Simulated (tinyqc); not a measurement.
# Worked calculation: AlGaN/GaN HEMT with access regions, lumped model

tinyqc, about 0.01 s, one thread, Intel Xeon 2.30GHz (shared host): `OMP_NUM_THREADS=1 python tinyqc.py 2570138 2570139 out.jsonl` Printed values are rounded.

A polarisation-induced electron sheet under a Schottky gate, in series with two ungated access regions and contacts. Drift law v = mu E/(1 + mu E/vs) under the gate. Currents in mA/mm, resistances in ohm mm. No self-heating, no channel-length modulation; fits for polarisation, barrier and offset are chosen for the exercise.

Parameters, values chosen for the exercise; values close to those of AlGaN/GaN structures: aluminium share of the barrier x = 0.23; barrier thickness d = 15 nm; relative permittivity of barrier and channel eps_r = 9.5; channel mobility mu = 1900 cm^2/(V s); saturation velocity vs = 1.4e7 cm/s; gate length Lg = 0.5 um; source access length Ls = 0.5 um; drain access length Ld = 1.5 um; resistance of each contact Rc = 0.38 ohm mm; share of the drain-access electrons removed by traps ft = 0; gate voltage Vg = -0.5 V; drain voltage Vd = 10 V; critical field Ec = 3.4 MV/cm; depth over which the depleted charge spreads te = 0.22 um; insulator under the field plate tf = 50 nm; relative permittivity of that insulator ei = 7.

Constants: q = 1.602176634e-19 C, eps0 = 8.8541878128e-14 F/cm where lengths are in cm. Results are converted to the units shown.

## Polarisation charge, threshold and sheet resistance

sigma = (5e13 x + 1.6e13 x^2) cm^-2, phiB = 0.84 + 1.3 x, dEc = 0.7 (1.71 x + x^2) in volts, Cb = eps0 eps_r/d, VT = phiB - dEc - q sigma/Cb, access density n0 = -Cb VT/q. Rsh = 1/(q mu n0); largest access current q n0 vs.

sigma = 1.234640e13 cm^-2
Cb = 0.5607652 uF/cm^2
VT = -2.700861 V
n0 = 9.453072e12 cm^-2
Rsh = 347.5066 ohm
q n0 vs = 2120.369 mA/mm

## Iteration 1: drain current

I at the start = 590 mA/mm

Access resistance R(L, n) = L/(q mu n sqrt(1 - (I/(q n vs))^2)); Rs = Rc + R(Ls, n0), Rd = Rc + R(Ld, (1 - ft) n0). Vg' = Vg - I Rs, Vd' = Vd - I (Rs + Rd); with u = Vg' - VT, Vc = vs Lg/mu and w the smaller of Vd' and Vc [sqrt(1 + 2 u/Vc) - 1] (0 if negative), the channel gives (mu Cb/Lg)(u w - w^2/2)/(1 + w/Vc). I(new) is that channel current.

Rs = 0.5608973 ohm mm
Rd = 0.9226920 ohm mm
Vg' = -0.8309294 V
Vd' = 9.124682 V
channel current = 791.4125 mA/mm
I after iteration 1 = 791.4125 mA/mm

## Iteration 2: drain current

As before.

Rs = 0.5672879 ohm mm
Rd = 0.9418637 ohm mm
Vg' = -0.9489587 V
Vd' = 8.805639 V
channel current = 726.9101 mA/mm
I after iteration 2 = 726.9101 mA/mm

## Course of the iteration: drain current

Stop when I changes by less than 1e-6 mA/mm, or after 60 iterations. I must stay below q (1 - ft) n0 vs.

Course of the iteration:
```
iteration	I (mA/mm)	|change| (mA/mm)
1	791.4125	201
2	726.9101	64.5
3	747.7394	20.8
4	741.0338	6.71
5	743.1946	2.16
6	742.4985	0.696
7	742.7227	0.224
8	742.6505	0.0722
9	742.6738	0.0233
10	742.6663	7.50e-3
11	742.6687	2.42e-3
12	742.6679	7.78e-4
13	742.6682	2.51e-4
14	742.6681	8.08e-5
15	742.6681	2.60e-5
16	742.6681	8.38e-6
17	742.6681	2.70e-6
18	742.6681	8.70e-7
```

Converged in 18 iterations. At the end each change is about 0.32 times the one before, with alternating sign: linear convergence. Of Vd, 88.8 % reaches the channel; the access current is 35 % of its limit.

## On-resistance and breakdown

sigma = (5e13 x + 1.6e13 x^2) cm^-2, phiB = 0.84 + 1.3 x, dEc = 0.7 (1.71 x + x^2) in volts, Cb = eps0 eps_r/d, VT = phiB - dEc - q sigma/Cb, access density n0 = -Cb VT/q. Ron = 2 Rc + Ls/(q mu n0) + Ld/(q mu (1 - ft) n0) + Lg/(mu Cb (Vg - VT)). Off state: a depleted stretch that holds the voltage V has the peak field sqrt(k V), k = 2 q n0/(eps0 eps_r te), so one edge holds V1 = Ec^2/k. The sheet under the plate pinches off at Vf = q n0 (1/Cb + tf/(eps0 ei)); beyond it the gate edge is screened. BV = V1 if Vf >= V1, else Vf + V1, and at most Ec Ld. Specific resistance Ron (Ls + Lg + Ld); figure of merit BV^2 over it.

Ron = 1.668240 ohm mm
Vf = 14.91904 V
V1 = 70.62191 V
BV = 85.54096 V
specific resistance = 0.04170601 mohm cm^2
figure of merit = 175.4485 MW/cm^2

The plate raises BV by a factor of 1.21.
